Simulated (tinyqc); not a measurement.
One mass for the acceptor? Model: shallow acceptor in the spherical model (Baldereschi-Lipari), strong spin-orbit limit. Computed by tinyqc, a small Python program. Command: `OMP_NUM_THREADS=1 python tinyqc.py 3006654 3006655 out.jsonl acceptor walk`. One thread of a shared host (Intel(R) Xeon(R) Processor @ 2.30GHz), about 0.01 s of CPU time with the checks.

The 1S(3/2) state has an s envelope f(r) and a d envelope g(r). In effective units they obey -(f'' + 2f'/r + 2f/r) + mu (g'' + 5g'/r + 3g/r^2) = E f and -(g'' + 2g'/r - 6g/r^2 + 2g/r) + mu (f'' - f'/r) = E g. The cubic term, the split-off band and the central cell are left out.

Inputs (values chosen for the exercise, for a model semiconductor):

| quantity | value | unit |
|---|---|---|
| Luttinger gamma_1 | 9.12 | - |
| Luttinger gamma_2 | 2.83 | - |
| Luttinger gamma_3 | 3.28 | - |
| dielectric constant eps | 6.96 | - |

Constants: Ry = 13.605693123 eV; a_0 = 0.529177210903 angstrom.

Method:
- Ry* = Ry/(gamma_1 eps^2), a* = a_0 eps gamma_1, mu = (6 gamma_3 + 4 gamma_2)/(5 gamma_1), delta = (gamma_3 - gamma_2)/gamma_1; spherical masses 1/(gamma_1 (1 - mu)) (heavy) and 1/(gamma_1 (1 + mu)) (light).
- Basis: f_i = exp(-zeta_i r), g_i = r exp(-zeta_i r), weight r^2 dr, s = zeta_i + zeta_j. S_ff = 2/s^3, H_ff = zeta_i zeta_j S_ff - 2/s^2; S_gg = 24/s^5, H_gg = 8/s^3 + 24 zeta_i zeta_j/s^5 - 12/s^4; H(f_i, g_j) = mu (6 zeta_i^2/s^4 + 2 zeta_i/s^3); S_fg = 0. Each function is normalised by sqrt(S_ii).
- Large basis: zeta_i = 0.08 x 1.55^(i-1), i = 1..20 in each channel; overlap eigenvalues below 1e-11 are dropped.
- Binding energies are -E Ry*; the mass that fits is E(1S) eps^2/Ry.
- Hydrogenic binding Ry m/eps^2; the density-of-states mass is (m_H^(3/2) + m_L^(3/2))^(2/3); errors are against the large basis.

light-hole mass = 0.0652742 m_0

heavy-hole mass = 0.342466 m_0

1S(3/2) binding energy = 54.4139 meV

1S binding energy:

| mass | value (m_0) | binding (meV) | error (%) |
|---|---|---|---|
| light hole | 0.06527 | 18.33 | -66.307 |
| 1/gamma_1 | 0.10965 | 30.80 | -43.402 |
| mean of heavy and light | 0.20387 | 57.26 | 5.232 |
| heavy hole | 0.34247 | 96.19 | 76.771 |
| density of states | 0.36121 | 101.45 | 86.446 |

The coupled result, 54.41 meV, lies between the 1/gamma_1 value (no coupling) and the heavy-hole value; the closest single rule here is "mean of heavy and light", off by +5.2 %.
